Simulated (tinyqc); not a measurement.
Schottky diode by thermionic emission with image-force lowering and series resistance: one step of the calculation.

Metal on an n-type semiconductor with one parabolic valley; V > 0 is forward bias (metal positive). I = I0 [exp(Vj/(n Vt)) - 1] with Vj = V - I Rs; I0 = S A* T^2 exp(-(phi - dphi)/Vt), the lowering dphi taken at zero bias.

Task. Junction voltage. Fixed-point step: I = (V - Vj)/Rs, then Vj(new) = n Vt ln(1 + I/I0).

Inputs (values chosen for the exercise); band and dielectric values close to those of In0.53Ga0.47As:
```
symbol  value  unit            meaning
T         300     K        temperature
n        1.11          ideality factor
Rs         59   ohm  series resistance
V        0.34     V       applied bias
```

Constants: q = 1.602176634e-19 C, kB = 1.380649e-23 J/K, Vt = kB T/q. Results are converted to the units shown.

I0 = 1.2500487e-6 A
Vj after iteration 1 = 0.21450443 V

Give: Vj after iteration 2.

Result.

Vj after iteration 2 = 0.21349 V

Numbers from tinyqc (`OMP_NUM_THREADS=1 python tinyqc.py 2640021 2640022 out.jsonl`; about 0.01 s on one thread of a shared Intel Xeon 2.30GHz).
